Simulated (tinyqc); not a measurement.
Junctionless gate-all-around wire, depletion approximation: two steps of the calculation.

A uniformly doped n-type wire of radius R under a surrounding gate; long channel. Below flat band a shell from radius rc to R is fully depleted and the neutral core, at channel potential V (0 at the source, Vd at the drain), carries the current with constant mobility; s = (rc/R)^2 is the share of the cross-section that conducts. The edge of the depleted shell is taken as abrupt, so there is no subthreshold current.

Inputs (values chosen for the exercise); material values those of a made-up semiconductor: relative permittivity of the semiconductor eps_r = 16.3; relative permittivity of the gate insulator eox = 7.5; insulator thickness tox = 2.4 nm; wire radius R = 15 nm; donor density Nd = 9.6e18 cm^-3; flat-band voltage Vfb = 0.66 V; gate voltage Vg = 0.1 V.

Constants: q = 1.602176634e-19 C, eps0 = 8.8541878128e-14 F/cm where lengths are in cm. Results are converted to the units shown.

Task 1. Voltages that deplete the wire. Cox = eps0 eox/(R ln(1 + tox/R)); A = q Nd R^2/(4 eps0 eps_r); B = q Nd R/(2 Cox); VT = Vfb - A - B.

Wanted: Cox; A; B; VT.

Result 1.

Cox = 2.9828 uF/cm^2
A = 0.59947 V
B = 0.38674 V
VT = -0.32621 V

Of the 0.986 V needed, 39.2 % drops over the insulator. The device is normally on.

Task 2. Conducting share at the source by Newton steps. With V = 0: f = A (1 - s + s ln s) + B (1 - s) - (Vfb - Vg); f' = A ln s - B; s(new) = s - f/f'.

s at the start = 0.5
A = 0.59947050 V
B = 0.38673778 V

Find: f; f'; s after iteration 1.

Result 2.

f = -0.27466 V
f' = -0.80226 V
s after iteration 1 = 0.15765

tinyqc, about 0.01 s, one thread, Intel Xeon 2.30GHz (shared host): `OMP_NUM_THREADS=1 python tinyqc.py 2460061 2460062 out.jsonl`
